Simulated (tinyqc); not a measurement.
The best anneal temperature for the time t: solubility, supersaturation, precipitation and gettering of an impurity in a silicon-like host. Computed by tinyqc, a small Python program. Command: `OMP_NUM_THREADS=1 python tinyqc.py 3008962 3008963 out.jsonl ripen walk`. One thread of a shared host (Intel(R) Xeon(R) Processor @ 2.30GHz), about 0.01 s of CPU time with the checks.

The wafer was saturated at T1 and is then held at T.

Inputs (values chosen for the exercise, modelled on chromium in silicon): site density N0 = 5e+22 1/cm^3; enthalpy of solution H = 2.84 eV; entropy of solution S = 5.1 k_B; diffusion prefactor D0 = 0.00055 cm^2/s; migration energy Q = 0.787 eV; temperature of saturation T1 = 1300 K; anneal temperature T = 1070 K; sink density n = 7.4e+08 1/cm^3; initial sink radius r0 = 2.5 nm; impurity density in the precipitate C_p = 3e+22 1/cm^3; interface energy gamma = 0.41 J/m^2; anneal time t = 400 s.

Constants: k_B = 8.617333262e-05 eV/K; k_B = 1.380649e-23 J/K.

Method:
- C_eq(T) = N0 exp(S/k_B - H/(k_B T)); D(T) = D0 exp(-Q/(k_B T)); C0 = C_eq(T1). Supersaturation s = C0/C_eq(T); critical radius r* = 2 gamma/(C_p k_B T ln s); barrier W* = (4 pi/3) gamma r*^2. Strain energy is left out.
- r_f = [r0^3 + 3 (C0 - C_eq)/(4 pi n C_p)]^(1/3), tau_f = 1/(4 pi n r_f D).
- Growing sinks: with y = r/r_f and y0 = r0/r_f, dy/dt = (1 - y^3)/(3 tau_f y), which integrates to t/tau_f = F(y) - F(y0), F(y) = (1/2) ln[(1 + y + y^2)/(1 - y)^2] - sqrt(3) arctan[(2y + 1)/sqrt(3)]; the share of the excess left is (1 - y^3)/(1 - y0^3), and C(t) = C_eq + (C0 - C_eq) x share.

C0 = 8.01484e+13 1/cm^3

Dissolved share after t:
```
T (K)     C_eq/C0   tau_f (s)  C(t)/C0
585    3.4943e-14  1.2306e+06  0.99992
676    6.8698e-11  1.5046e+05  0.99930
780    4.5710e-08  2.4838e+04  0.99565
884    6.5892e-06  6.2644e+03  0.98118
988    3.3355e-04  2.1117e+03  0.93485
1092   7.9958e-03  8.7781e+02  0.81648
1183   8.1489e-02  4.7308e+02  0.65875
1248   3.4774e-01  3.5378e+02  0.67286
```

What does the comparison show, and why?

The lowest dissolved share among these rows is 0.66 at 1183 K. Above it solubility sets the floor; below it diffusion is too slow for this time. Solubility falls with H = 2.84 eV and diffusion with Q = 0.787 eV. Caution: the barrier to homogeneous nucleation is below 35 k_B T for these inputs, so new precipitates would form and outnumber the fixed sinks assumed here.

Extremes, crossings and ranges named in words are read from the listed rows.
